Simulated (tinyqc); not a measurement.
Inputs raised by 2 %, one at a time: electroplating on a thin resistive seed layer: kinetics, Wagner number and the terminal effect across a wafer. Computed by tinyqc, a small Python program. Command: `OMP_NUM_THREADS=1 python tinyqc.py 3120022 3120023 out.jsonl terminal sens`. One thread of a shared host (Intel(R) Xeon(R) Processor @ 2.30GHz), about 0.1 s of CPU time with the checks.

Current enters the seed at the rim. The bath is treated as a local resistance per area (no lateral flow in the liquid), two electrons per ion, molar volume 7.11 cm^3/mol, Faraday constant F = e N_A, kinematic viscosity 0.01 cm^2/s, omega = 2 pi x rpm/60; k_B T/e is in volts.

Inputs (values chosen for the exercise, of the order of those for copper plating on a thin cobalt or ruthenium seed):

| quantity | value | unit |
|---|---|---|
| wafer radius R | 15 | cm |
| seed thickness t | 10 | nm |
| seed resistivity | 5.1 | microohm cm |
| bath conductivity kappa | 0.53 | S/cm |
| gap to the anode h | 3.3 | cm |
| extra resistance of a porous plate | 0 | ohm cm^2 |
| exchange current density i_0 | 0.09 | mA/cm^2 |
| cathodic transfer coefficient alpha | 0.6 | - |
| mean current density | 2.2 | mA/cm^2 |
| diffusivity of the metal ion | 5.2e-06 | cm^2/s |
| metal ion concentration | 0.46 | mol/L |
| rotation rate | 60 | rpm |
| temperature T | 298 | K |

Constants: e = 1.602176634e-19 C; N_A = 6.02214076e+23 1/mol; k_B = 8.617333262e-05 eV/K.

Method:
- Growth rate = i V_m/(2 F). Levich limit i_L = 0.62 x 2 F D^(2/3) omega^(1/2) nu^(-1/6) c. Tafel overpotential eta = (k_B T/(alpha e)) ln(i/i_0); kinetic resistance k_B T/(alpha e i); bath resistance h/kappa + plate; R_s = resistivity/t; Wagner number = kinetic resistance x kappa/R.
- Linearised: with R_t = kinetic + bath resistance the current density obeys (1/r)(r i')' = i R_s/R_t, so i = A I_0(r/l), l = sqrt(R_t/R_s); with x = R/l, edge/centre = I_0(x) and edge/mean = x I_0(x)/(2 I_1(x)).
- Voltage drop in the seed for a uniform current: i R_s R^2/4.
- Full model: seed potential phi(r) with (1/r)(r phi')' = R_s i, where i solves phi = R_b i + (k_B T/(alpha e)) ln(i/i_0) (phi being the driving voltage left at r); phi'(0) = 0 and phi'(R) = R_s i_mean R/2. Solved by collocation to a tolerance of 1e-7.

Runs:

| input moved | from | to | edge over centre, full model | length l (cm) | drop for uniform current (mV) | Wagner number |
|---|---|---|---|---|---|---|
| base run | - | - | 35.571 | 2.2440 | 631.12 | 0.68738 |
| wafer radius R (cm) | 15 | 15.3 | 37.748 | 2.2440 | 656.62 | 0.67391 |
| seed thickness t (nm) | 10 | 10.2 | 34.533 | 2.2663 | 618.75 | 0.68738 |
| seed resistivity (microohm cm) | 5.1 | 5.202 | 36.642 | 2.2219 | 643.75 | 0.68738 |
| bath conductivity kappa (S/cm) | 0.53 | 0.5406 | 35.858 | 2.2386 | 631.12 | 0.70113 |
| cathodic transfer coefficient alpha | 0.6 | 0.612 | 36.346 | 2.2272 | 631.12 | 0.67391 |
| mean current density (mA/cm^2) | 2.2 | 2.244 | 36.346 | 2.2272 | 643.75 | 0.67391 |
| exchange current density i_0 (mA/cm^2) | 0.09 | 0.0918 | 35.571 | 2.2440 | 631.12 | 0.68738 |

Exponents ln(y'/y) / ln(x'/x):

| input | edge over centre, full model | length l | drop for uniform current | Wagner number |
|---|---|---|---|---|
| wafer radius R | 2.999 | 0.000 | 2 | -1 |
| seed thickness t | -1.496 | 0.500 | -1 | 0 |
| seed resistivity | 1.498 | -0.500 | 1 | 0 |
| bath conductivity kappa | 0.405 | -0.120 | 0 | 1 |
| cathodic transfer coefficient alpha | 1.088 | -0.378 | 0 | -1 |
| mean current density | 1.088 | -0.378 | 1 | -1 |
| exchange current density i_0 | 0.000 | 0.000 | 0 | 0 |

Which inputs matter most for each result?

Among the inputs moved here: edge over centre, full model answers most in size to wafer radius R (exponent +2.999), next to seed resistivity (+1.498); its exponent is below 0.0005 for exchange current density i_0. Its exponent 0.000 in exchange current density i_0: in the Tafel range i_0 only shifts the voltage. Length l answers most in size to seed thickness t (exponent +0.500), and about equally to seed resistivity (-0.500); its exponent is below 0.0005 for wafer radius R, exchange current density i_0. Its exponent +0.500 in seed thickness t: l = sqrt(R_t/R_s). Drop for uniform current answers most in size to wafer radius R (exponent +2.000), next to seed thickness t (-1.000); its exponent is below 0.0005 for bath conductivity kappa, cathodic transfer coefficient alpha, exchange current density i_0. Wagner number answers most in size to wafer radius R (exponent -1.000), and about equally to bath conductivity kappa (+1.000), mean current density (-1.000), cathodic transfer coefficient alpha (-1.000); its exponent is below 0.0005 for seed thickness t, seed resistivity, exchange current density i_0.
